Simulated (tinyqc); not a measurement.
Three-phonon processes in a diatomic chain: dispersion, energy and momentum conservation, and decay channels of optical phonons: one step, computed by the program tinyqc.

Cell length a, two atoms, one spring constant. x = q a/pi runs from -1 to 1; A and O are the acoustic and optical branches. Matrix elements are not computed: only conservation laws and occupation factors are followed.

Question. Dispersion. omega^2 = k (1/m + 1/M) -/+ k sqrt((1/m + 1/M)^2 - 4 sin^2(pi x/2)/(m M)); nu = 15.6333042 THz x sqrt(omega^2) for eV/(angstrom^2 u).

Inputs (values chosen for the exercise, for a model chain): light mass m = 27 u; heavy mass M = 43.7 u; spring constant k = 9.1 eV/angstrom^2.

Constants: nu for 1 eV/(angstrom^2 u) = 15.6333042 THz.

Give: the table «Branches» with the columns nu_A (THz), nu_O (THz), for x = 0.10, 0.20, 0.35, 0.50, 0.65, 0.80, 0.90, 1.00.

Answer.

Branches:
```
x     nu_A (THz)  nu_O (THz)
0.10        1.24       16.28
0.20        2.48       16.14
0.35        4.30       15.75
0.50        6.04       15.17
0.65        7.66       14.42
0.80        9.07       13.57
0.90        9.79       13.07
1.00       10.09       12.84
```
